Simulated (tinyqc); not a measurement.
What an interlayer buys: scattering of inversion-layer electrons by surface optical phonons of the gate insulator (remote phonon scattering). Computed by tinyqc, a small Python program. Command: `OMP_NUM_THREADS=1 python tinyqc.py 3113451 3113452 out.jsonl sophonon walk`. One thread of a shared host (Intel(R) Xeon(R) Processor @ 2.30GHz), about 0.01 s of CPU time with the checks.

One subband with the Fang-Howard envelope; insulator and channel are half-spaces, the gate is far away, and an interlayer only moves the polar surface away by t (its own modes and its permittivity contrast are left out).

Inputs (values chosen for the exercise, modelled on Al2O3 on silicon): static constant of the insulator eps_0s = 12.3; intermediate constant eps_i = 7.18; optical constant eps_inf = 3.2; hbar omega_TO1 = 47.5 meV; hbar omega_TO2 = 72.7 meV; constant of the channel eps_s = 11.7; in-plane mass m = 0.194 m_0; valleys g_v = 2; sheet density n = 3.1e+12 1/cm^2; mean distance of the electrons z0 = 3/b = 2.1 nm; interlayer thickness t = 0 nm; temperature T = 400 K; mobility from other processes = 420 cm^2/(V s).

Screening by the channel electrons: none.

Constants: k_B = 8.617333262e-05 eV/K; hbar^2/(2 m_0) = 3.80998212 eV angstrom^2; e^2/(4 pi eps_0) = 14.39964548 eV angstrom; hbar = 6.582119569e-16 eV s; e = 1.602176634e-19 C; m_0 = 9.1093837015e-31 kg.

Method:
- eps(w) = eps_inf + (eps_0s - eps_i) w1^2/(w1^2 - w^2) + (eps_i - eps_inf) w2^2/(w2^2 - w^2). Surface modes solve eps(w) + eps_s = 0, a quadratic in w^2; the strength of a mode is g = 2/(w d eps/dw).
- Occupation N = 1/(exp(hbar w/(k_B T)) - 1).
- Density of states D = g_v m/(pi hbar^2); eta = E_F/(k_B T) = ln(exp(n/(D k_B T)) - 1); screening wave number q_s = e^2 D/(2 eps_0 eps_avg) x 1/(1 + exp(-eta)), eps_avg = (eps_s + eps_inf)/2; b = 3/z0.
- For a mode of strength g, without the occupation factor, Area x |M(q)|^2 = e^2 hbar w g/(2 eps_0 q) x (b/(b + q))^6 exp(-2 q t).
- Approximate momentum relaxation rate, taking tau v alike in the initial and final states: 1/tau = (m/(2 pi hbar^3)) sum over modes and over absorption (N, E' = E + hbar w) and emission (N + 1, E' = E - hbar w > 0) of [(1 - f(E'))/(1 - f(E))] int_0^(2 pi) Area |M(q)|^2 (1 - cos theta) d theta, q^2 = k^2 + k'^2 - 2 k k' cos theta, f the Fermi function; 48 midpoints in theta from 0 to pi.
- mu = (e/m) int tau E f (1 - f) dE/(k_B T int f dE), by 300 midpoints from 0 to (max(eta, 0) + 14) k_B T; Matthiessen sum with the other processes.

hbar omega_SO (meV): 1 52.4782, 2 83.5144

strengths g: 1 0.0072745, 2 0.0181730

occupations N: 1 0.279057, 2 0.097294

b = 1.42857 1/nm

q_s = 0.838244 1/nm

eta = -0.298765

Against the interlayer thickness:
```
t (nm)  remote-phonon mobility (cm^2/(V s))  total (cm^2/(V s))
0.0                              7.0095e+03              396.26
0.3                              1.1121e+04              404.71
0.6                              1.7164e+04              409.97
1.0                              2.9410e+04              414.09
1.5                              5.4484e+04              416.79
2.0                              9.5831e+04              418.17
3.0                              2.6412e+05              419.33
```

What does the comparison show, and why?

1 nm of interlayer raises the remote-phonon mobility by a factor 4.20, as exp(2 q t) with an effective q of 0.72 per nm; between 2 and 3 nm the effective q is 0.51. The total goes from 396 to 414 over the first nanometre.

Extremes, crossings and ranges named in words are read from the listed rows.
